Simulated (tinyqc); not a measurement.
Inside a calculation. Method: Born-Oppenheimer dynamics on the RHF/sto-3g surface (energies and gradients from PySCF), for H4, spin multiplicity 1. Computed by tinyqc, a small Python program that keeps every step (integrals from PySCF). Settings: charge = 0, multiplicity = 1, basis = sto-3g, time step (fs) = 0.5, steps = 24. Command: `OMP_NUM_THREADS=1 python tinyqc.py 25116 25117 out.jsonl` (the two numbers bound the seeds that draw the settings). One thread of a shared host (Intel(R) Xeon(R) Processor @ 2.60GHz), about 1 s of CPU time with the checks.

## Velocity Verlet step 1

positions (bohr):
```
,x,y,z
1H,-0.0756,0.0359,0.0605
2H,0.1550,0.0246,1.4986
3H,0.0189,-0.0416,3.0803
4H,-0.0907,0.0378,4.6393
```

velocities (bohr per atomic time unit):
```
,x,y,z
1H,-0.0004075,0.0001152,0.0004025
2H,0.0008115,0.0000523,-0.0000435
3H,0.0000865,-0.0002938,-0.0002705
4H,-0.0004905,0.0001263,-0.0000885
```

gradient (hartree/bohr):
```
,x,y,z
1H,-0.009597,-0.000114,-0.016536
2H,0.000277,-0.004480,0.182467
3H,0.014783,-0.000515,-0.224004
4H,-0.005463,0.005109,0.058073
```

masses (electron masses): 1H 1837.1526, 2H 1837.1526, 3H 1837.1526, 4H 1837.1526

gradient after step 1 (hartree/bohr):
```
,x,y,z
1H,-0.008956,-0.000202,-0.007308
2H,-0.000411,-0.004392,0.162207
3H,0.014921,-0.000732,-0.207042
4H,-0.005555,0.005325,0.052143
```

dt = 0.5 fs = 20.6707 atomic units; x' = x + v dt - g dt^2 / (2m); after the new gradient g', v' = v - (g + g') dt / (2m).

positions after step 1 (bohr):
```
,x,y,z
1H,-0.0829,0.0383,0.0707
2H,0.1717,0.0262,1.4764
3H,0.0190,-0.0476,3.1007
4H,-0.1002,0.0398,4.6307
```

velocities after step 1 (bohr per atomic time unit):
```
,x,y,z
1H,-0.0003031,0.0001170,0.0005366
2H,0.0008123,0.0001022,-0.0019825
3H,-0.0000806,-0.0002867,0.0021545
4H,-0.0004285,0.0000675,-0.0007085
```

## Velocity Verlet step 2

gradient after step 2 (hartree/bohr):
```
,x,y,z
1H,-0.004181,-0.000417,0.017456
2H,-0.003636,-0.003339,0.109314
3H,0.011629,-0.000411,-0.153494
4H,-0.003812,0.004167,0.026725
```

As before.

positions after step 2 (bohr):
```
,x,y,z
1H,-0.0881,0.0407,0.0827
2H,0.1885,0.0288,1.4166
3H,0.0156,-0.0534,3.1693
4H,-0.1084,0.0406,4.6100
```

velocities after step 2 (bohr per atomic time unit):
```
,x,y,z
1H,-0.0002292,0.0001205,0.0004795
2H,0.0008350,0.0001457,-0.0035100
3H,-0.0002300,-0.0002803,0.0041827
4H,-0.0003758,0.0000141,-0.0011522
```

## Energy conservation

The total energy should stay constant up to terms of order dt^2; the step counts as short enough if it moves by less than 2 % of the largest kinetic energy.

Trajectory:
```
time (fs),1H-2H (angstrom),potential (hartree),kinetic (hartree),total (hartree)
0.0000,0.7707,-2.132781,0.001319,-2.131462
0.5000,0.7560,-2.141470,0.009567,-2.131903
1.0000,0.7209,-2.162758,0.029791,-2.132967
1.5000,0.6754,-2.180290,0.046300,-2.133990
2.0000,0.6345,-2.179965,0.046315,-2.133650
2.5000,0.6154,-2.170032,0.038563,-2.131469
3.0000,0.6282,-2.180197,0.048359,-2.131838
3.5000,0.6679,-2.205792,0.071920,-2.133872
4.0000,0.7195,-2.217679,0.083891,-2.133788
4.5000,0.7680,-2.212595,0.079702,-2.132892
5.0000,0.8032,-2.202219,0.069957,-2.132262
5.5000,0.8195,-2.196186,0.064193,-2.131993
6.0000,0.8148,-2.198821,0.066808,-2.132013
6.5000,0.7899,-2.209735,0.077423,-2.132311
7.0000,0.7490,-2.224051,0.091145,-2.132906
7.5000,0.7001,-2.232684,0.099073,-2.133611
8.0000,0.6557,-2.226443,0.092890,-2.133553
8.5000,0.6307,-2.209476,0.077594,-2.131882
9.0000,0.6356,-2.206242,0.074870,-2.131372
9.5000,0.6682,-2.223061,0.089799,-2.133262
10.0000,0.7158,-2.234374,0.100607,-2.133767
10.5000,0.7638,-2.229406,0.096353,-2.133052
11.0000,0.8010,-2.216534,0.084170,-2.132364
11.5000,0.8209,-2.205946,0.073940,-2.132006
12.0000,0.8204,-2.203376,0.071435,-2.131941
```

The total energy moves within 2.6e-03 hartree; that is over 2 % of the largest kinetic energy, so the time step is too long.
